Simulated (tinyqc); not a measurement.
Donor binding, ionisation and the Mott limit: one step of the calculation.

Hydrogenic donor: Ry = (m0 q^3/(8 eps0^2 h^2)) me/eps_r^2 in eV, E0 = cc Ry, radius a = q/(8 pi eps0 eps_r E0), Mott density Nm = (0.26/a)^3. Below Nm the level sinks as Ed = E0 [1 - (N/Nm)^(1/3)]. Neutrality: Nc F12(eta) = N/(1 + 2 exp(eta + Ed/kB T)), F12(x) = (2/sqrt(pi)) int_0^infinity sqrt(u)/(1 + exp(u - x)) du.

Problem. Binding energy, radius and Mott density. The mean spacing of the donors is N^(-1/3).

Values chosen for this exercise; band and dielectric values close to those of gallium arsenide:

| symbol | value | unit | meaning |
|---|---|---|---|
| eps_r | 13 |  | relative permittivity |
| me | 0.066 | m0 | mass in the hydrogenic formula, set independently of Nc |
| cc | 1 |  | ratio of the true binding energy to the hydrogenic one |
| N | 6.8e15 | cm^-3 | donor density |

Constants: q = 1.602176634e-19 C, eps0 = 8.8541878128e-12 F/m, h = 6.62607015e-34 J s, m0 = 9.1093837015e-31 kg. Results are converted to the units shown.

Wanted: Ry; E0; a; Nm; spacing over a; Ed.

Solution.

Ry = 5.3135 meV
E0 = 5.3135 meV
a = 10.423 nm
Nm = 1.5521e16 cm^-3
spacing over a = 5.0640
Ed = 1.2779 meV

Range of the model: A sharp level with degeneracy 2 overstates freeze-out near Nm, where the impurity band broadens and merges with the conduction band.

tinyqc, about 0.01 s, one thread, Intel Xeon 2.30GHz (shared host): `OMP_NUM_THREADS=1 python tinyqc.py 2330088 2330089 out.jsonl`
